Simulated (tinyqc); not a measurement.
Comparisons within one model: band edges of strained Si(1-x)Ge(x) on relaxed Si(1-y)Ge(y). A value that a table varies takes the place of the one given here.

Values are linear in the Ge fraction but for ED(x) = linear - CD x (1 - x) and a(x) = linear - Ca x (1 - x). Energies are on the common scale of Ev.

Coherent growth on a (001) face: e_par = (a(y) - a(x))/a(x), e_perp = -2 (C12/C11) e_par; exx = eyy = e_par, ezz = e_perp, no shear.

A valley with unit axis u lies at Ev + gap + (av + a_valley) tr(e) + Xu (u.e.u - tr(e)/3); the Delta axes are x, y, z and the L axes [111], [1-1-1], [-11-1], [-1-11]. The second-order shift of the Delta valleys under shear is left out; it lowers the pair normal to the sheared plane by tens of meV at a shear of 1 %.

Valence edges: Ev plus the levels of the 6 x 6 matrix of X, Y, Z times spin with -Dso/3 + l exx + m (eyy + ezz) on the diagonal (cyclic), n exy off it, l = av + 2 b, m = av - b, n = sqrt(3) d. Spin-orbit term (Dso/3) L.sigma on X, Y, Z with (L_k)_ij = -i epsilon_kij: <X+|H|Y+> = -i Dso/3, <X+|H|Z-> = Dso/3, <Y+|H|Z-> = -i Dso/3, <Z+|H|X-> = -Dso/3, <Z+|H|Y-> = i Dso/3, <X-|H|Y-> = i Dso/3, and their conjugates; + and - are the spin along z.

Coherent growth: e_par = (a(y) - a(x))/a(x). (001): e_perp = -2 (C12/C11) e_par; exx = eyy = e_par, ezz = e_perp, no shear. (111): e_perp = -(2 C11 + 4 C12 - 4 C44)/(C11 + 2 C12 + 4 C44) e_par; exx = eyy = ezz = (2 e_par + e_perp)/3 and exy = eyz = ezx = (e_perp - e_par)/3. (110): e_perp = -(C11 + 3 C12 - 2 C44)/(C11 + C12 + 2 C44) e_par; exx = eyy = (e_par + e_perp)/2, ezz = e_par, exy = (e_perp - e_par)/2, eyz = ezx = 0.

Inputs chosen for the exercise (end members near Si and Ge, in this order; not measured data):

| symbol | value | unit | meaning |
|---|---|---|---|
| a | (5.427, 5.657) | angstrom | lattice constant |
| Dso | (0.045, 0.289) | eV | spin-orbit splitting |
| av | (2.43, 1.23) | eV | valence hydrostatic potential |
| b | (-2.09, -2.52) | eV | tetragonal shear potential |
| d | (-4.75, -5.36) | eV | trigonal shear potential |
| C11 | (165.7, 127.1) | GPa |  |
| C12 | (64.1, 48.4) | GPa |  |
| C44 | (79.5, 66.6) | GPa |  |
| Ev | (0, 0.72) | eV | top of the unstrained valence band |
| ED | (1.156, 0.915) | eV | gap to the Delta valleys |
| EL | (1.98, 0.73) | eV | gap to the L valleys |
| aD | (1.65, 1.38) | eV | hydrostatic potential of the Delta gap |
| aL | (-3.24, -2.56) | eV | hydrostatic potential of the L gap |
| XuD | (9.45, 9.56) | eV | uniaxial potential, Delta |
| XuL | (16.6, 14.9) | eV | uniaxial potential, L |
| CD | 0.183 | eV | bowing of the Delta gap |
| Ca | 0.026 | angstrom | bowing of the lattice constant |
| face | 001 |  | growth face |
| y | 0 |  | Ge fraction of the relaxed buffer |
| x | 0.18 |  | Ge fraction of the layer |

## Composition of the layer

The buffer is kept. dEc = Ec(buffer) - Ec(layer), dEv = Ev(layer) - Ev(buffer); buffer edges Ev(y) and Ev(y) + min(ED, EL). The digit behind Delta or L counts whole valleys.

Results:

| x | e_par (%) | lowest valleys | gap (eV) | next valleys above (meV) | valence splitting (meV) | dEc (eV) | dEv (eV) |
|---|---|---|---|---|---|---|---|
| 0.08 | -0.30 | Delta4 | 1.089 | 51 | 18 | 0.007 | 0.060 |
| 0.16 | -0.61 | Delta4 | 1.023 | 102 | 32 | 0.011 | 0.122 |
| 0.24 | -0.92 | Delta4 | 0.960 | 155 | 45 | 0.012 | 0.184 |
| 0.31 | -1.20 | Delta4 | 0.905 | 201 | 55 | 0.011 | 0.240 |
| 0.39 | -1.52 | Delta4 | 0.844 | 255 | 66 | 0.007 | 0.305 |
| 0.47 | -1.84 | Delta4 | 0.785 | 309 | 78 | 0.000 | 0.371 |
| 0.55 | -2.16 | Delta4 | 0.728 | 364 | 89 | -0.010 | 0.438 |

The gap is 1.089 eV in the first row and 0.728 eV in the last. The lowest valleys are Delta4 throughout. Per 0.1 of x the valence offset moves by +80 meV on average; the conduction offset lies between -10 and +12 meV, not monotonically. Both carriers sit on one side for x = 0.08, 0.16, 0.24, 0.31, 0.39 and 0.47, and on opposite sides elsewhere. Offsets below about 30 meV are within the spread of parameter sets, so those rows do not settle the type. Strains above 2 % can be kept only in layers of a few nanometres.

## Composition of the buffer

The layer is kept. dEc = Ec(buffer) - Ec(layer), dEv = Ev(layer) - Ev(buffer); buffer edges Ev(y) and Ev(y) + min(ED, EL). The digit behind Delta or L counts whole valleys.

Results:

| y | e_par (%) | lowest valleys | gap (eV) | next valleys above (meV) | valence splitting (meV) | dEc (eV) | dEv (eV) |
|---|---|---|---|---|---|---|---|
| 0.00 | -0.69 | Delta4 | 1.007 | 115 | 35 | 0.011 | 0.137 |
| 0.10 | -0.31 | Delta4 | 1.050 | 52 | 20 | 0.004 | 0.061 |
| 0.21 | 0.12 | Delta2 | 1.070 | 20 | 9 | 0.019 | -0.013 |
| 0.31 | 0.52 | Delta2 | 1.011 | 87 | 46 | 0.084 | -0.053 |
| 0.42 | 0.96 | Delta2 | 0.941 | 162 | 93 | 0.160 | -0.091 |
| 0.52 | 1.38 | Delta2 | 0.873 | 232 | 139 | 0.234 | -0.122 |
| 0.63 | 1.85 | Delta2 | 0.795 | 311 | 191 | 0.320 | -0.154 |
| 0.73 | 2.29 | Delta2 | 0.722 | 384 | 240 | 0.403 | -0.181 |

The gap is 1.007 eV in the first row and 0.722 eV in the last, with its largest listed value, 1.070 eV, at y = 0.21: it peaks near the match y = x, since strain of either sign narrows it. The lowest valleys change: Delta4 to Delta2 between y = 0.10 and 0.21. Per 0.1 of y the valence offset moves by -44 meV on average; the conduction offset lies between +4 and +403 meV, not monotonically. Both carriers sit on one side for y = 0.00 and 0.10, and on opposite sides elsewhere. Offsets below about 30 meV are within the spread of parameter sets, so those rows do not settle the type. Strains above 2 % can be kept only in layers of a few nanometres.

## The same layer on three faces

dEc = Ec(buffer) - Ec(layer), dEv = Ev(layer) - Ev(buffer); buffer edges Ev(y) and Ev(y) + min(ED, EL). The digit behind Delta or L counts whole valleys.

Results:

| face | e_par (%) | lowest valleys | gap (eV) | next valleys above (meV) | valence splitting (meV) | dEc (eV) | dEv (eV) | Delta spread (meV) | L spread (meV) |
|---|---|---|---|---|---|---|---|---|---|
| (001) | -0.69 | Delta4 | 1.007 | 115 | 35 | 0.011 | 0.137 | 115 | 0 |
| (111) | -0.69 | Delta6 | 1.041 | 685 | 36 | -0.018 | 0.133 | 0 | 142 |
| (110) | -0.69 | Delta2 | 1.009 | 49 | 37 | 0.013 | 0.135 | 49 | 112 |

On (001) only the Delta valleys split (115 meV), on (111) only the L valleys (142 meV), on (110) both (49 and 112 meV). The lowest valleys are Delta4 on (001), Delta6 on (111) and Delta2 on (110); the smallest gap is 1.007 eV on (001) and the largest 1.041 eV on (111).

## What each parameter does

dEc = Ec(buffer) - Ec(layer), dEv = Ev(layer) - Ev(buffer); buffer edges Ev(y) and Ev(y) + min(ED, EL). Each row changes one parameter from the base and keeps the others.

Results:

| case | gap (eV) | valence splitting (meV) | dEc (eV) | dEv (eV) |
|---|---|---|---|---|
| base | 1.0072 | 35.4 | 0.0114 | 0.1373 |
| x = 0.21 | 0.9833 | 40.0 | 0.0120 | 0.1607 |
| y = 0.03 | 1.0201 | 31.8 | 0.0089 | 0.1144 |
| CD = 0.233 eV | 0.9999 | 35.4 | 0.0188 | 0.1373 |
| aD = (1.897, 1.587) eV | 1.0052 | 35.4 | 0.0135 | 0.1373 |
| Dso = (0.052, 0.332) eV | 1.0072 | 37.5 | 0.0114 | 0.1373 |
| Ev = (0, 0.828) eV | 1.0072 | 35.4 | -0.0080 | 0.1567 |
| C12 = (73.715, 55.66) GPa | 1.0043 | 36.6 | 0.0109 | 0.1408 |
| XuL = (19.09, 17.135) eV | 1.0072 | 35.4 | 0.0114 | 0.1373 |

The largest shifts from the base row, up to three for each result and ties (the steps differ in size, so this ranks the rows, not the parameters). gap (eV): x -0.0240, y +0.0128, CD -0.0074; unchanged at the printed digits by Dso, Ev and XuL. valence splitting (meV): x +4.6, y -3.5, Dso +2.2; unchanged at the printed digits by CD, aD, Ev and XuL. dEc (eV): Ev -0.0194, CD +0.0074, y -0.0025; unchanged at the printed digits by Dso and XuL. dEv (eV): x +0.0234, y -0.0229, Ev +0.0194; unchanged at the printed digits by CD, aD, Dso and XuL. The lowest valleys of the layer are Delta4, so among the conduction-band potentials only those of that family reach the gap and dEc; the buffer is unstrained. A shift large enough to swap the lowest family would change that.

Run: tinyqc, `OMP_NUM_THREADS=1 python tinyqc.py 1050840 1050841 out.jsonl`; Intel(R) Xeon(R) Processor @ 2.30GHz, one thread, shared host; about 0.02 s of CPU time with all checks.
